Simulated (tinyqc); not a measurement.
Raising the sheet density: inversion layer as a triangular well, valleys of the Si type.

Six ellipsoidal valleys with their long axes along the cube axes, mass ml along the axis and mt across it. For a valley whose axis makes the angle theta with the surface normal, 1/m_z = cos^2(theta)/ml + sin^2(theta)/mt sets the confinement; in the plane the masses are m_1 = mt and m_2 = ml mt/m_z, and m_d = sqrt(m_1 m_2).

The field is taken as constant, e F = 4 pi (e^2/4 pi eps0)(Nd + eta Ns)/eps, with 1e12/cm^2 = 1e-4/angstrom^2, and the oxide as a hard wall at z = 0; c = hbar^2/2m0.

Level j of a valley lies at E_j = a_j (c (e F)^2/m_z)^(1/3) above the band edge at the surface, with the Airy zeros a_j = 2.338107, 4.087949, 5.520560, 6.786708, 7.944134, 9.022651, 10.040174, 11.008524, 11.936016, 12.828777, and has <z> = 2 E_j/(3 e F).

Subband i holds n_i = g m_d/(2 pi c) kB T ln(1 + exp((EF - E_i)/kB T)) (spin included), and EF is fixed by sum n_i = Ns over the levels listed or, where none are listed, over j = 0 to 9 of each group; 1e12/cm^2 = 1e-4/angstrom^2.

Constants: hbar^2/2m0 = 3.80998211 eV angstrom^2; e^2/(4 pi eps0) = 14.39964547 eV angstrom; kB = 8.617333262e-05 eV/K.

Values chosen for the exercise (near those of Si; the results hold for these values, not for the real material):
- ml = 0.921 m0 (longitudinal mass)
- mt = 0.193 m0 (transverse mass)
- eps = 11.8 (dielectric constant)
- Nd = 0.19 x 1e12/cm^2 (depletion charge)
- eta = 0.5 (share of Ns in the effective field)
- face = 111 (surface)
- T = 300 K (temperature)
- Nss = (1, 2, 3, 5, 8, 12) x 1e12/cm^2 (sheet densities)

Valleys (masses in m0):

| valleys g | cos^2(theta) | m_z | m_1 | m_2 | m_d |
|---|---|---|---|---|---|
| 6 | 0.33333 | 0.26204 | 0.19300 | 0.67833 | 0.36183 |

The field, the ladders and EF anew for each Ns.

Results:

| Ns (1e12/cm^2) | F (MV/cm) | lowest E (eV) | next - lowest (meV) | EF - lowest (meV) | share of lowest (%) | <z> (angstrom) |
|---|---|---|---|---|---|---|
| 1.0 | 0.106 | 0.0593 | 44.3 | -86.8 | 80.2 | 44.5 |
| 2.0 | 0.182 | 0.0852 | 63.8 | -65.1 | 90.7 | 33.6 |
| 3.0 | 0.259 | 0.1077 | 80.6 | -52.9 | 95.1 | 28.8 |
| 5.0 | 0.413 | 0.1468 | 109.9 | -37.6 | 98.4 | 24.0 |
| 8.0 | 0.643 | 0.1972 | 147.6 | -23.4 | 99.6 | 20.5 |
| 12.0 | 0.949 | 0.2558 | 191.5 | -10.4 | 99.9 | 18.0 |

Levels scale as F^(2/3): the field grows by 8.97 and the lowest level by 4.32. The layer thins from 44.5 to 18.0 angstrom. EF stays below the lowest edge throughout. The share of the lowest subband rises throughout: the spacing grows faster than the band fills.

Computed by tinyqc, a small Python program: `OMP_NUM_THREADS=1 python tinyqc.py 1281993 1281994 out.jsonl` (the numbers bound the seed that draws the inputs); one thread of a shared host (Intel(R) Xeon(R) Processor @ 2.30GHz), about 0.01 s for the whole set of steps.
